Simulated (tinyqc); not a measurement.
Thermodynamics of metal silicides: hull, first phase, silicon consumed, nucleation and stability against SiO2: one step, computed by the program tinyqc. Command: `OMP_NUM_THREADS=1 python tinyqc.py 3016813 3016814 out.jsonl silphase walk`. One thread of a shared host (Intel(R) Xeon(R) Processor @ 2.30GHz), about 0.01 s of CPU time with the checks.

Entropies of formation of the solids are neglected, so heats stand for free energies. Si fractions: M2Si 0.3333, MSi 0.5000, MSi2 0.6667.

Task: End state on a thin silicon layer. Overall Si fraction x0 = (t_Si/V_Si)/(t_Si/V_Si + t/V_M). In equilibrium the two stable phases that bracket x0 share the atoms by the lever rule.

Inputs (values chosen for the exercise, for a model metal):
```
quantity,value,unit
molar volume of M,9.09,cm^3/mol
molar volume of Si,12.06,cm^3/mol
metal thickness t,19,nm
silicon available t_Si,26,nm
```

Phases: M2Si, MSi, MSi2.

distance to the lowest tie line (kJ/mol atoms): M2Si -15.53333, MSi -16.45000, MSi2 15.06667

Give: overall Si fraction x0; end state; share of atoms in the Si-richer phase.

Result:

overall Si fraction x0 = 0.5077

End state: MSi + Si

share of atoms in the Si-richer phase = 0.01547
